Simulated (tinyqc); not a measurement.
Strain: hole subbands of a hard-walled well, four-band Luttinger model.

Hole energies are counted downwards from the unstrained band edge, c = hbar^2/2m0. After the usual block transformation one block is H = [[P + Q - Zs, R - i S], [R + i S, P - Q + Zs]] in (heavy, light), with P +/- Q = c [(g1 +/- g2) k^2 + (g1 -/+ 2 g2) kz^2], R = sqrt(3) c gR k^2, S = 2 sqrt(3) c g3 k kz, kz = -i d/dz; axial approximation gR = (g2 + g3)/2. Zs = b (e_par - e_perp) is the shear part of the strain (the hydrostatic part shifts all levels alike and is left out). Basis sqrt(2/L) sin(n pi z/L), n = 1 to N, for each component: kz^2 gives (n pi/L)^2 and the heavy-light block is R delta_nm - 2 sqrt(3) c g3 k D_nm with D_nm = 4 n m/(L (n^2 - m^2)) for n + m odd, 0 otherwise. The other block has the same levels. The split-off band is left out, a severe simplification for a spin-orbit splitting near 0.04 eV.

Constants: hbar^2/2m0 = 3.80998211 eV angstrom^2.

Values chosen for the exercise (near those of Si; not measured data):
- g1 = 4.29 (Luttinger gamma1)
- g2 = 0.34 (gamma2)
- g3 = 1.45 (gamma3)
- L = 165 angstrom (well width along [001])
- Zlist = (-0.0204, -0.0113, -0.0064, -0.0019, 0, 0.0034, 0.0111) eV (shear strain energies (negative: tension in the plane, for b < 0))

N = 20. dE is the rise of the top subband from k = 0 to k1 = pi/(4L), m1 = c k1^2/dE (dash if dE is not positive), and the heavy weight is taken at k = pi/L.

Top subband:
```
Zs (eV)  HH1 (meV)  LH1 (meV)  dE (meV)  heavy weight  m1 (m0)
-0.0204       25.4      -13.5     0.296         0.015    0.291
-0.0113       16.3       -4.4     0.275         0.035    0.314
-0.0064       11.4        0.5     0.251         0.072    0.345
-0.0019        6.9        5.0     0.199         0.245    0.434
0.0000         5.0        6.9     0.289         0.551    0.299
0.0034         1.6       10.3     0.319         0.895    0.270
0.0111        -6.1       18.0     0.347         0.973    0.249
```

HH1 and LH1 cross at Zs = -2 c g2 (pi/L)^2 = -0.0009 eV; for more negative Zs the light hole is on top. Among the rows with HH1 on top, m1 goes from 0.299 to 0.249 m0 as the splitting widens from 2 to 24 meV, against the unmixed 1/(g1 + g2) = 0.216: compression lightens the holes here. m1 describes the neighbourhood of k = 0 only; where HH1 and LH1 lie close, the band may peak further out.

tinyqc: `OMP_NUM_THREADS=1 python tinyqc.py 1250774 1250775 out.jsonl`; about 0.4 s, one thread, shared Intel(R) Xeon(R) Processor @ 2.30GHz.
